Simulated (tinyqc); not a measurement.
## Voltage drop against the factor on the load at the hot node

A grid of 17 by 17 nodes with segments Rx (rows) and Ry (columns); every node draws I1 and the central node kh I1; pads with resistance Rp sit at the nodes whose row and column are multiples of the pitch, counting from 0. The drops u = Vdd - V follow from G u = i, with G the conductance matrix and i the load currents, solved directly. Here the pitch is 8.

Parameters, values chosen for the exercise:
- Vdd = 1 V (supply voltage)
- Rx = 0.12 ohm (resistance of a horizontal segment)
- Ry = 0.64 ohm (resistance of a vertical segment)
- Rp = 0.12 ohm (resistance from a pad node to the supply)
- I1 = 1.8 mA (load current of a node in the large grid)

Result of one run:

| kh | pads | worst drop (mV) | mean drop (mV) | largest drop at a pad (mV) | largest pad current (mA) | worst drop over Vdd (%) |
|---|---|---|---|---|---|---|
| 1 | 9 | 21.80 | 18.06 | 10.44 | 87.02 | 2.180 |

What becomes of these results when the factor on the load at the hot node kh is changed from 1 to 20, all else the same?

Result of the changed run:

| kh | pads | worst drop (mV) | mean drop (mV) | largest drop at a pad (mV) | largest pad current (mA) | worst drop over Vdd (%) |
|---|---|---|---|---|---|---|
| 20 | 9 | 22.64 | 18.75 | 13.00 | 108.3 | 2.264 |

The whole series:

| kh | pads | worst drop (mV) | mean drop (mV) | largest drop at a pad (mV) | largest pad current (mA) | worst drop over Vdd (%) |
|---|---|---|---|---|---|---|
| 1 | 9 | 21.80 | 18.06 | 10.44 | 87.02 | 2.180 |
| 2 | 9 | 21.84 | 18.10 | 10.58 | 88.14 | 2.184 |
| 5 | 9 | 21.96 | 18.21 | 10.98 | 91.50 | 2.196 |
| 10 | 9 | 22.16 | 18.39 | 11.65 | 97.11 | 2.216 |
| 20 | 9 | 22.64 | 18.75 | 13.00 | 108.3 | 2.264 |
| 50 | 9 | 24.07 | 19.83 | 17.03 | 141.9 | 2.407 |
| 100 | 9 | 26.45 | 21.64 | 23.75 | 198.0 | 2.645 |

The worst drop rises from 21.8 to 26.5 mV and the mean drop rises from 18.1 to 21.6 mV. The central node is itself a pad. The drops are linear in the loads, so the mean grows by 0.0361 mV for each unit of kh in every row.

Computed by the program tinyqc: `OMP_NUM_THREADS=1 python tinyqc.py 2770137 2770138 out.jsonl`, one thread of a shared Intel Xeon 2.30GHz, about 0.1 s for the whole run.
